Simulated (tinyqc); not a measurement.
Surface Green function of a dimerised chain, Sancho-Rubio decimation: end state of the dimerised chain.

A semi-infinite lead of cells 0, 1, 2, ... with H0 inside a cell and H1 = <cell i|H|cell i + 1>. Cell A, B with A at the surface; -t1 joins A and B, -t2 joins B to the next A. z = E + i eta.

Start with e_s = e = H0, a = H1, b = H1^dagger. Each round: g = (z - e)^(-1); e_s <- e_s + a g b; e <- e + a g b + b g a; a <- a g a; b <- b g b (all with the old a, b). Round k joins cells 2^k apart. Stop when the largest entry of the matrices a and b is below 1e-12 eV; g_s = (z - e_s)^(-1), bulk (z - e)^(-1), density of states -Im Tr/pi. At E = dl and eta = 0.0001 eV the weight of a bound state on the first A site is -eta Im g_s(A, A).

Values chosen for this exercise:
- t2 = 1 eV (hopping between cells)
- dl = 0 eV (site energy, +dl on A and -dl on B)

End state of the dimerised chain:

| t1 (eV) | half gap sqrt(dl^2 + (t1 - t2)^2) (eV) | weight from g_s | 1 - (t1/t2)^2, or 0 |
|---|---|---|---|
| 0.1 | 0.9000 | 0.9900 | 0.9900 |
| 0.3 | 0.7000 | 0.9100 | 0.9100 |
| 0.5 | 0.5000 | 0.7500 | 0.7500 |
| 0.7 | 0.3000 | 0.5100 | 0.5100 |
| 0.9 | 0.1000 | 0.1900 | 0.1900 |
| 1.1 | 0.1000 | 4.762e-8 | 0 |
| 1.3 | 0.3000 | 1.449e-8 | 0 |
| 1.5 | 0.5000 | 8.000e-9 | 0 |

For t1 < t2 = 1 eV the weak bond comes first and a state is bound to the end at E = dl; its weight on the first site falls from 0.990 to 0.190 over these rows and follows 1 - (t1/t2)^2. For t1 > t2 there is none, and the column holds only a remainder of order eta^2 (8.0e-9 in the last row).

tinyqc, about 0.01 s, one thread, Intel Xeon 2.30GHz (shared host): `OMP_NUM_THREADS=1 python tinyqc.py 2680003 2680004 out.jsonl`
